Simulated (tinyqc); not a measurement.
From results back to parameters: shallow acceptor in the spherical four-band model. Five cases, with inputs chosen for the exercise.

Problem. The binding energy of the ground state was computed from a hidden mu.

The ground state 1S3/2 has an L = 0 part f(r) and an L = 2 part g(r). In units of Ry* and a*, with Gaussians f_i = exp(-a_i r^2), g_i = r^2 exp(-a_i r^2), A = a_i + a_j and I(n) = Gamma((n + 1)/2)/(2 A^((n + 1)/2)): S_ff = I(2), S_gg = I(6), H_ff = (6 a_i a_j/A) I(2) - 2 I(1), H_gg = (14 a_i a_j/A) I(6) - 2 I(5), H_fg = -mu [15 I(2) - 20 a_j I(4) + 4 a_j^2 I(6)]; each function is then normalised. The split-off band is left out.

Converged values use 22 exponents 2.2^i, i = -7 to 14, for f and for g.

Case 1.

Ry* = 23.624 meV
binding energy = 29.538 meV

Case 2.

Ry* = 4.010 meV
binding energy = 9.032 meV

Case 3.

Ry* = 24.347 meV
binding energy = 30.369 meV

Case 4.

Ry* = 22.884 meV
binding energy = 28.735 meV

Case 5.

Ry* = 26.781 meV
binding energy = 33.480 meV

Find: binding in Ry*; mu; heavy/light mass ratio (1 + mu)/(1 - mu).

Solution. The binding in Ry* rises steadily with mu, so bisection finds one value.

Case 1.

binding in Ry* = 1.250
mu = 0.467
heavy/light mass ratio (1 + mu)/(1 - mu) = 2.8

Case 2.

binding in Ry* = 2.252
mu = 0.765
heavy/light mass ratio (1 + mu)/(1 - mu) = 7.5

Case 3.

binding in Ry* = 1.247
mu = 0.465
heavy/light mass ratio (1 + mu)/(1 - mu) = 2.7

Case 4.

binding in Ry* = 1.256
mu = 0.471
heavy/light mass ratio (1 + mu)/(1 - mu) = 2.8

Case 5.

binding in Ry* = 1.250
mu = 0.467
heavy/light mass ratio (1 + mu)/(1 - mu) = 2.8

Computed by tinyqc, one run a case: `OMP_NUM_THREADS=1 python tinyqc.py N N+1 out.jsonl` with N = 1280108, 1280139, 1280160, 1280197, 1280199; one thread of a shared Intel(R) Xeon(R) Processor @ 2.30GHz, about 0.04 s a run at most.
